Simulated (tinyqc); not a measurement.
Harmonic frequencies on the RHF/sto-3g surface (energies and gradients from PySCF), for BeH2, spin multiplicity 1, step by step. Computed by tinyqc, a small Python program that keeps every step (integrals from PySCF). Settings: charge = 0, multiplicity = 1, basis = sto-3g, delta = 0.005. Command: `OMP_NUM_THREADS=1 python tinyqc.py 21379 21380 out.jsonl` (the two numbers bound the seeds that draw the settings). One thread of a shared host (Intel(R) Xeon(R) Processor @ 2.60GHz), about 2 s of CPU time with the checks.

## One row of the Hessian: 2Hy

optimised positions (bohr):
```
           x        y       z
1Be  -0.0037  -0.0529  0.0605
2H   -0.0178   2.3852  0.0070
3H    0.0101  -2.4910  0.1140
```

gradient at +delta (hartree/bohr):
```
             x          y          z
1Be   0.000010  -0.001198   0.000023
2H   -0.000008   0.001187  -0.000024
3H   -0.000002   0.000011   0.000002
```

gradient at -delta (hartree/bohr):
```
             x          y          z
1Be  -0.000002   0.001203  -0.000025
2H    0.000005  -0.001196   0.000026
3H   -0.000002  -0.000007   0.000000
```

Displace 2Hy by +/-0.005 bohr; H(k, :) = (g(+) - g(-)) / (2 delta).

row of the Hessian (hartree/bohr^2): 1Bex 0.001259, 1Bey -0.240108, 1Bez 0.004798, 2Hx -0.001311, 2Hy 0.238306, 2Hz -0.004992, 3Hx 0.000051, 3Hy 0.001802, 3Hz 0.000194

## Hessian by finite differences

All rows are made in the same way, and the matrix is symmetrised.

Hessian (symmetrised) (hartree/bohr^2), lower triangle:
```
           1Bex       1Bey       1Bez        2Hx        2Hy        2Hz        3Hx        3Hy
1Bex   0.042664
1Bey  -0.002505   0.480223
1Bez   0.000055  -0.009600   0.042861
2Hx   -0.021333   0.001261  -0.000028   0.010671
2Hy    0.001259  -0.240108   0.004797  -0.001311   0.238306
2Hz   -0.000028   0.004797  -0.021431   0.000029  -0.004992   0.010773
3Hx   -0.021332   0.001244  -0.000027   0.010662   0.000051  -0.000001   0.010670
3Hy    0.001245  -0.240114   0.004802   0.000050   0.001802   0.000195  -0.001295   0.238312
3Hz   -0.000027   0.004802  -0.021430  -0.000001   0.000194   0.010659   0.000028  -0.004997

          3Hz
3Hz  0.010772
```

## Normal modes

masses (u): 1Be 9.0122, 2H 1.0078, 3H 2.0141

Diagonalise H_ij / sqrt(m_i m_j); the 5 smallest eigenvalues belong to translations and rotations; wavenumber = sqrt(eigenvalue / 1822.888) x 219474.63; each mode has its largest component positive (the first on a tie); zero-point energy = sum of wavenumbers / 2, with 349.755 1/cm per kcal/mol. A mass of 2.014 u marks deuterium.

eigenvalues of the mass-weighted Hessian (hartree/(bohr^2 u)): 0.0000  0.0000  0.0000  0.0000  0.0000  0.0206  0.0206  0.1387  0.2695

harmonic wavenumbers of the vibrations (1/cm): 737.9  737.9  1914.7  2668.7

mass-weighted modes:
```
       mode 1   mode 2   mode 3   mode 4
1Bex  -0.0225  -0.4787   0.0019   0.0022
1Bey  -0.0106  -0.0022  -0.3314  -0.3757
1Bez  -0.4786   0.0225   0.0073   0.0082
2Hx    0.0336   0.7158   0.0016  -0.0053
2Hy    0.0159   0.0034  -0.2816   0.9146
2Hz    0.7156  -0.0337   0.0062  -0.0201
3Hx    0.0238   0.5063  -0.0051  -0.0008
3Hy    0.0112   0.0024   0.9002   0.1478
3Hz    0.5062  -0.0238  -0.0198  -0.0032
```

zero-point energy = 8.6622 kcal/mol

Within a degenerate level the vectors are fixed only up to a rotation; this is one choice.
